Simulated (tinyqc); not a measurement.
Zigzag graphene nanoribbon in tight binding, step by step. Values are carried at full precision from step to step, so a last printed digit may differ when a step is redone from the rounded ones.

A zigzag ribbon of N chains, sites A1, B1, A2, ..., BN across it. For each k it is a chain with bonds -2t cos(k/2) (A_n to B_n) and -t (B_n to A_(n+1)), and +D, -D on A and B. A1 and BN are the edge sites; the Dirac points project to k = 2 pi/3.

Inputs chosen for the exercise (near those used for graphene; shifted at random, so the results belong to these values and not to a real crystal):
- t = 2.73 eV (hopping)
- N = 3 (zigzag chains)
- D = 0 eV (sublattice potential, +D on A and -D on B)
- k = 2.35 (k times the period sqrt3 acc)
- acc = 1.42 angstrom (bond length)

## The chain at this k

Form the k-dependent bond and the matrix.

2 cos(k/2) = 0.77109

H(k) (eV):
```
         A1       B1       A2       B2       A3       B3
A1        0  -2.1051        0        0        0        0
B1  -2.1051        0  -2.7300        0        0        0
A2        0  -2.7300        0  -2.1051        0        0
B2        0        0  -2.1051        0  -2.7300        0
A3        0        0        0  -2.7300        0  -2.1051
B3        0        0        0        0  -2.1051        0
```

An edge state of the finite ribbon needs 2 cos(k/2) < N/(N + 1) = 0.7500: not met here.

## Levels and where the middle pair lives

Diagonalise H; average the weights of the two middle levels.

levels (eV): -4.3458  -2.9647  -0.7240  0.7240  2.9647  4.3458

weights: A1 0.316, B1 0.037, A2 0.146, B2 0.146, A3 0.037, B3 0.316

The two edge sites hold 63.3 % of the middle pair, against 33.3 % for an even spread.

## The edge state from the half-plane solution

On a half plane the state lives on one sublattice with amplitudes (-x)^n, x = 2 cos(k/2): weight 1 - x^2 on the edge site, decay length -1.5 acc/ln x of the amplitude. The two edges mix to |E| = sqrt(D^2 + e^2), e about t x^N (1 - x^2).

edge weight = 0.4054
decay length = 8.194 angstrom
e = 0.5074 eV
|E| = 0.5074 eV

Diagonalising the chain of 6 sites gives |E| = 0.7240 eV; the estimate is -29.9 % from it, since it drops terms of order x^(2N).

## Checks

- Level at k = pi next to the edge pair against sqrt(t^2 + D^2): both 2.73000.

Run: tinyqc, `OMP_NUM_THREADS=1 python tinyqc.py 1481028 1481029 out.jsonl`; Intel(R) Xeon(R) Processor @ 2.30GHz, one thread, shared host; about 0.01 s of CPU time with all checks.
